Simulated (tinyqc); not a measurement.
What each parameter does: ellipsoidal valleys in the axes of a wafer and a channel.

Valleys with axes a along [111], [1-1-1], [-11-1] and [-1-11], one whole valley each; inverse mass tensor w = 1/mt + (1/ml - 1/mt) a a. Device axes: z = nz/|nz|, x = nx/|nx|, y = z cross x; in them a = (ax, ay, az). Confinement mass mz = 1/w_zz. In the plane w_ij is replaced by u_ij = w_ij - w_iz w_jz/w_zz (i, j = x, y); density-of-states mass md = 1/sqrt(det u); conductivity mass along x mc = 1/u_xx; ballistic transport mass mx = u_yy/det u, width mass my = 1/u_yy.

Hard walls: E_n = c (n pi/t)^2/mz, c = hbar^2/2m0, n = 1, 2, 3. Non-degenerate share of a valley proportional to md sum_n exp(-E_n/kT); mean 1/mc = sum of share/mc. 1 nm = 10 angstrom.

Constants: hbar^2/2m0 = 3.80998211 eV angstrom^2; kB = 8.617333262e-05 eV/K.

Values chosen for the exercise (near those of the L valleys of Ge; shifted at random, so the results belong to these values and not to a real crystal): ml = 1.642 m0 (longitudinal mass); mt = 0.083 m0 (transverse mass); nz = (2, 1, 0) (surface normal (confinement)); nx = (0, 0, 1) (channel direction); t = 7.9 nm (thickness of the film); T = 400 K (temperature).

Lowest E1, its share and the mean conductivity mass.

One parameter was then changed.

Results before and after:
```
case,lowest E1 (meV),share,mean mc (m0)
base,31.24,0.6769,0.2112
changed,25.82,0.6428,0.2042
```

Which of these changes was made? (a) mt = 0.075 m0; (b) T = 440 K; (c) ml = 1.806 m0; (d) t = 8.69 nm.
Answer: (d) t = 8.69 nm. Of the candidates, run in turn, only this one gives the changed row.

All candidates:
```
case,lowest E1 (meV),share,mean mc (m0)
base,31.24,0.6769,0.2112
ml = 1.806 m0,31.04,0.6776,0.2147
mt = 0.075 m0,34.34,0.6989,0.1987
t = 8.69 nm,25.82,0.6428,0.2042
T = 440 K,31.24,0.6589,0.2074
```

Run: tinyqc, `OMP_NUM_THREADS=1 python tinyqc.py 1850092 1850093 out.jsonl`; Intel(R) Xeon(R) Processor @ 2.30GHz, one thread, shared host; about 0.01 s of CPU time with all checks.
